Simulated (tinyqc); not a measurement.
Physical sputtering: collision-cascade yield, angular dependence, faceting and resputtering in deposition: one step, computed by the program tinyqc. Command: `OMP_NUM_THREADS=1 python tinyqc.py 3024282 3024283 out.jsonl sputter walk`. One thread of a shared host (Intel(R) Xeon(R) Processor @ 2.30GHz), about 0.01 s of CPU time with the checks.

Ions start collision cascades; atoms that reach the surface with more than U leave. The target is amorphous or fine-grained.

Problem. Oblique incidence. Angular law: Y/Y0 = t^f exp(-f cos(a_opt)(t - 1)), t = 1/cos(angle), largest at a_opt. A plane tilted by the angle recedes along the beam at a speed proportional to Y(angle), and along its own normal as Y cos(angle).

Inputs (values chosen for the exercise, modelled on argon ions on silicon):
```
quantity                    value     unit
ion energy E                  130       eV
angular exponent f            2.4        -
angle of the largest yield     78  degrees
angle of incidence             45  degrees
```

yield Y0 = 0.1012939 atoms per ion

Give: Y/Y0 at the angle; yield at the angle; normal speed relative to a flat surface; largest Y/Y0.

Solution.

Y/Y0 at the angle = 1.868

yield at the angle = 0.1893 atoms per ion

normal speed relative to a flat surface = 1.321

largest Y/Y0 = 6.479

Caution: within a few times the threshold, cascades are short and these fits are rough.
